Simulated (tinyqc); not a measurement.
Rapid thermal processing of a wafer: radiative balance, ramp and cooling, pattern effects, pyrometer error and spike budget: one step, computed by the program tinyqc.

The wafer is opaque and uniform through its thickness unless said otherwise; temperatures in formulas are in kelvin (C + 273.15). sigma = 5.670374419e-12 W/(cm^2 K^4).

Question. Power to hold and to ramp. Effective emissivity between parallel grey plates: eps_eff = 1/(1/eps + 1/(1 - r) - 1). Loss per area q(T) = 2 eps_eff sigma (T^4 - T_w^4) + h (T - T_w). Absorbed power during a ramp = q(T) + C d x ramp rate; thermal time constant tau = C d/(dq/dT), dq/dT = 8 eps_eff sigma T^3 + h; natural cooling rate q/(C d); front-to-back difference under one-sided heating at the end of the ramp = (absorbed power) d/(2 k).

Inputs (values chosen for the exercise, modelled on a hot silicon wafer):
```
quantity,value,unit
wafer thickness d,775,micrometre
heat capacity per volume C,2.23,J/(cm^3 K)
thermal conductivity k,0.25,W/(cm K)
emissivity eps of each face,0.63,-
reflectivity of the chamber walls r,0.76,-
"gas heat-transfer coefficient h, both faces together",0.57,mW/(cm^2 K)
wall temperature T_w,500,K
process temperature,650,C
ramp rate,47,K/s
```

Give: eps_eff; holding power q; power at the end of the ramp; dq/dT; time constant tau; natural cooling rate; front-to-back difference.

Answer.

eps_eff = 0.21035

holding power q = 1.8246 W/cm^2

power at the end of the ramp = 9.9474 W/cm^2

dq/dT = 8.0769 mW/(cm^2 K)

time constant tau = 21.397 s

natural cooling rate = 10.558 K/s

front-to-back difference = 1.5418 K

Radiation carries 87 % of the loss. The ramp needs 5.5 times the holding power.
